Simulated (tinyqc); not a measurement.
Planar ballistic transistor, top-of-the-barrier model: effect of the valley degeneracy.

At the top of the source barrier, states moving towards the drain are filled by the source (Fermi level 0) and states moving back by the drain (Fermi level -q Vd); nothing scatters. U is the shift of the band edge there, set by the capacitances CG, CD and CS (the total) and by the charge. Parabolic two-dimensional band; the source is grounded.

N0 = gv m kB T/(pi hbar^2), CG = eps0 eox/tox, vT = sqrt(2 kB T/(pi m)), CS = CG/aG, n0 = n at U = 0 and Vd = 0. eta1 = -(E0 + U)/Vt, eta2 = eta1 - Vd/Vt, n = (N0/2)[F_0(eta1) + F_0(eta2)], F_0(x) = ln(1 + exp x). U = UL + q (n - n0)/CS with UL = -(aG Vg + aD Vd), energies in eV. I = q (N0/2) vT [F_(1/2)(eta1) - F_(1/2)(eta2)] per width, F_(1/2)(x) = (2/sqrt(pi)) int_0^infinity u^(1/2)/(1 + exp(u - x)) du. CQ = (q/Vt) dn/d(eta1). E0 is held fixed.

Values chosen for this exercise; mass and valleys close to those of indium arsenide:

| symbol | value | unit | meaning |
|---|---|---|---|
| T | 300 | K | temperature |
| m | 0.0311 | m0 | effective mass |
| eox | 16 |  | relative permittivity of the gate insulator |
| tox | 1.1 | nm | insulator thickness |
| aG | 0.79 |  | gate control CG/CS |
| aD | 0.057 |  | drain control CD/CS |
| E0 | 0.34 | eV | band edge at the barrier top above the source Fermi level at zero bias |
| Vg | 0.8 | V | gate voltage |
| Vd | 0.8 | V | drain voltage |

Constants: q = 1.602176634e-19 C, kB = 1.380649e-23 J/K, hbar = 1.054571817e-34 J s, m0 = 9.1093837015e-31 kg, Vt = kB T/q, eps0 = 8.8541878128e-14 F/cm where lengths are in cm. Results are converted to the units shown.

Result of one run:
```
eta1   n (cm^-2)  I (uA/um)  mean velocity I/(q n) (cm/s)   CQ/CS
10.40   6.988e12       8382                       7.487e7  0.2553
```

Which valley degeneracy gv gave this result: 2, 3, 4 or 6?

gv = 4.

The whole series:
```
gv   eta1  n (cm^-2)  I (uA/um)  mean velocity I/(q n) (cm/s)    CQ/CS
1   12.28   2.061e12       2677                       8.107e7  0.06384
2   11.58   3.889e12       4912                       7.882e7   0.1277
3   10.96   5.521e12       6791                       7.676e7   0.1915
4   10.40   6.988e12       8382                       7.487e7   0.2553
6   9.442   9.514e12    1.090e4                       7.151e7   0.3830
```

As gv goes from 1 to 6, n rises from 2.06e12 to 9.51e12 cm^-2, the mean velocity falls from 8.11e7 to 7.15e7 cm/s and the current rises from 2680 to 10900 uA/um. CQ/CS goes from 0.064 to 0.38. At gv = 1 the source Fermi level lies over 0.3 eV above the band edge, where a light band is no longer parabolic.

Computed by the program tinyqc: `OMP_NUM_THREADS=1 python tinyqc.py 2400170 2400171 out.jsonl`, one thread of a shared Intel Xeon 2.30GHz, about 0.01 s for the whole run.
